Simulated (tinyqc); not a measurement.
# Heisenberg spin cluster by exact diagonalisation: multiplets, susceptibility, level crossings, step by step

A worked calculation. Computed by tinyqc, a small Python program that keeps every step. Command: `OMP_NUM_THREADS=1 python tinyqc.py 3029127 3029128 out.jsonl spincl walk`. One thread of a shared host (Intel(R) Xeon(R) Processor @ 2.30GHz), about 0.01 s of CPU time with the checks. Intermediate numbers are printed to about 5 digits and carried at full precision; extremes and crossings named in words are read from the listed rows.

H = J1 sum S_i.S_j over the bonds 1-2 - g mu_B B S_z; J > 0 is antiferromagnetic.

Inputs (values chosen for the exercise, for a model cluster):

| quantity | value | unit |
|---|---|---|
| exchange J1 | 1.07 | meV |
| g factor | 1.99 | - |
| temperature T | 2.9 | K |
| field B | 2.4 | T |

Cluster: dimer. Spin s of each site: 1.

Constants: k_B = 8.617333262e-05 eV/K; mu_B = 5.7883818060e-05 eV/T.

## The block with S_z = 0

Basis: products of m values. S_i.S_j = m_i m_j on the diagonal and (1/2) sqrt[s(s+1) - m_i(m_i+1)] sqrt[s(s+1) - m_j(m_j-1)], s the spin of a site, between states that differ by one flip up and one down.

H at B = 0 (meV):
```
       +1 -1  0 0  -1 +1
+1 -1  -1.07   1.07   0.00
+0 0   1.07   0.00   1.07
-1 +1   0.00   1.07  -1.07
```

## Multiplets

Every multiplet has one member in the block S_z = 0; diagonalise it and read the total spin from <S^2> = S (S + 1).

Levels at B = 0:

| E (meV) | total S | number of multiplets |
|---|---|---|
| -2.14 | 0 | 1 |
| -1.07 | 1 | 1 |
| 1.07 | 2 | 1 |

ground energy = -2.14 meV

gap to the next level = 1.07 meV

The ground state has S = 0; the next level has S = 1. The highest spin, S = 2, lies at 1.07 meV, s^2 times the sum of all J, s the spin of a site.

## Thermal averages at zero field

Z = sum k (2S + 1) exp(-E/(k_B T)) over the table, k the number of multiplets; <S^2> likewise with the factor S (S + 1); chi T = N_A g^2 mu_B^2 <S^2>/(3 k_B) = 0.125049 g^2 <S^2> cm^3 K/mol (cgs, per mole of clusters); C = (<E^2> - <E>^2)/(k_B T)^2; entropy = ln Z + <E>/(k_B T).

<S^2> = 0.079692

chi T = 0.039464 cm^3 K/mol

heat capacity = 0.70277 k_B

entropy = 0.21124 k_B

Free spins would give <S^2> = 4 and the entropy 2.197 k_B; chi T is 2 % of the free value.

## Magnetisation in the field

Each multiplet splits as E - g mu_B B m; <S_z> is the Boltzmann mean. The first level crossing is at the smallest (E_S - E_0)/(g mu_B (S - S_0)) over higher spins (0 if the ground state has the highest spin).

<S_z> = 0.035144

first crossing field = 9.2891 T

Linear response would give g mu_B B <S^2>/(3 k_B T) = 0.0294.

## Susceptibility against the Curie-Weiss form

High-temperature form: chi T = C0/(1 - theta/T), C0 = 0.125049 g^2 n s (s + 1), k_B theta = -(2/3) s (s + 1) (sum of J over bonds)/n, n = 2; a dash where T <= 1.05 theta.

theta = -8.2779 K

Against temperature:

| T (K) | chi T (cm^3 K/mol) | Curie-Weiss | chi (cm^3/mol) | C (k_B) |
|---|---|---|---|---|
| 1.2 | 9.5300e-05 | 0.2508 | 7.9417e-05 | 0.0103 |
| 2.5 | 2.0278e-02 | 0.4595 | 8.1114e-03 | 0.4950 |
| 4.3 | 1.4391e-01 | 0.6772 | 3.3468e-02 | 1.0726 |
| 7.4 | 4.0912e-01 | 0.9350 | 5.5287e-02 | 1.0280 |
| 12.0 | 7.5196e-01 | 1.1722 | 6.2664e-02 | 0.8249 |
| 20.0 | 1.1520e+00 | 1.4010 | 5.7599e-02 | 0.4567 |
| 31.0 | 1.4308e+00 | 1.5634 | 4.6156e-02 | 0.2176 |
| 50.0 | 1.6399e+00 | 1.6995 | 3.2799e-02 | 0.0867 |
| 99.0 | 1.8109e+00 | 1.8280 | 1.8292e-02 | 0.0219 |
| 200.0 | 1.8977e+00 | 1.9021 | 9.4884e-03 | 0.0053 |

The Curie-Weiss form is within 3 % in the last 2 rows. chi passes a maximum, at 12 K among these rows, the mark of a singlet ground state; among these rows C is largest at 4.3 K, and the gap is 12.4 K.

Checks made by the program: the trace of H and the count of states (relative difference below 1e-10).
